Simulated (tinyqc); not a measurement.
# Worked calculation: p-type polysilicon, carrier trapping at grain boundaries

Program tinyqc, `OMP_NUM_THREADS=1 python tinyqc.py 2830169 2830170 out.jsonl`; Intel Xeon 2.30GHz, shared host, one thread, about 0.01 s. Printed values are rounded.

One-dimensional grains of size Lg, uniform ionised doping N, monovalent traps Qt at each boundary at a depth Et below (for electrons) or above (for holes) the band edge there, abrupt depletion of width W on each side of a boundary, Boltzmann statistics. xi is the distance from the band edge at the grain centre to the Fermi level. Trapped charge Qt/(1 + exp((xi + VB - Et)/Vt)) = 2 N W, barrier VB = q N W^2/(2 eps0 eps_r).

Values chosen for this exercise; values of the order met in polycrystalline silicon:
```
symbol,value,unit,meaning
T,250,K,temperature
eps_r,11.7,,relative permittivity
NB,2.02e19,cm^-3,valence-band density of states at T
Lg,100,nm,grain size
Qt,5e11,cm^-2,trap density of a grain boundary
Et,0.3,eV,depth of the trap level from the majority band edge at the boundary
ms,0.38,m0,mass for thermionic emission
fe,0.5,,correction factor of the emission rate
mug,82,cm^2/(V s),mobility inside the grains
N,1.2e17,cm^-3,doping
```

Constants: q = 1.602176634e-19 C, kB = 1.380649e-23 J/K, m0 = 9.1093837015e-31 kg, Vt = kB T/q, eps0 = 8.8541878128e-14 F/cm where lengths are in cm. Results are converted to the units shown.

## Starting value

W = 13 nm.

W at the start = 13 nm

## Iteration 1: new W

Partly depleted grain, xi = Vt ln(NB/N): f = 1/(1 + exp((xi + VB - Et)/Vt)), g = Qt f - 2 N W, g' = -2 Qt f (1 - f) VB/(W Vt) - 2 N, W(new) = W - g/g'.

VB = 0.01568244 V
f = 0.9996878
g = 1.878439e11 cm^-2
g' = -2.401748e10 cm^-2/nm
W after iteration 1 = 20.82113 nm

## Iteration 2: new W

As before.

VB = 0.04022868 V
f = 0.9990250
g = -1.946862e8 cm^-2
g' = -2.408735e10 cm^-2/nm
W after iteration 2 = 20.81305 nm

## Course of the iteration

Stop when the step is below 1e-10 nm, or after 40 iterations.

Course of the iteration:

| iteration | W before the step (nm) | step (nm) |
|---|---|---|
| 1 | 13 | 7.82 |
| 2 | 20.82113 | -8.08e-3 |
| 3 | 20.81305 | -2.69e-8 |
| 4 | 20.81305 | 0 |

Converged in 4 iterations.

## Depletion width, Fermi level and barrier

If the trap equation with xi = Vt ln(NB/N) has a root W < Lg/2, the grain is partly depleted; otherwise W = Lg/2 and the trap equation gives xi = Et - VB + Vt ln(Qt/(N Lg) - 1). N* = Qt/Lg.

N* = 5e16 cm^-3
W = 20.81305 nm
xi = 0.1104300 V
VB = 0.04019745 V
share of traps filled = 0.9990264

N is 2.40 N*, and the grain is partly depleted; VB = 1.87 Vt.

## Resistivity and effective mobility

n0 = NB exp(-xi/Vt); mean density n0 (1 - 2 W/Lg) by charge balance in a partly depleted grain, and n0 (sqrt(pi)/2) erf(u)/u with u = sqrt(VB/Vt) in a fully depleted one; v = sqrt(kB T/(2 pi ms m0)); barrier resistivity Vt exp(VB/Vt)/(q fe n0 v Lg); grain resistivity (1 - 2 W/Lg)/(q n0 mug); effective mobility 1/(q mean density total resistivity).

n0 = 1.2e17 cm^-3
mean density = 7.004868e16 cm^-3
v = 3.983689e6 cm/s
barrier resistivity = 0.3635054 ohm cm
grain resistivity = 0.3702655 ohm cm
resistivity = 0.7337708 ohm cm
effective mobility = 121.4309 cm^2/(V s)

The resistivity is 1.16 times that of a single crystal with the same N and mobility mug, and the mean density is 58.4 % of N. The effective mobility exceeds mug only because drift through the depleted grain is left out.
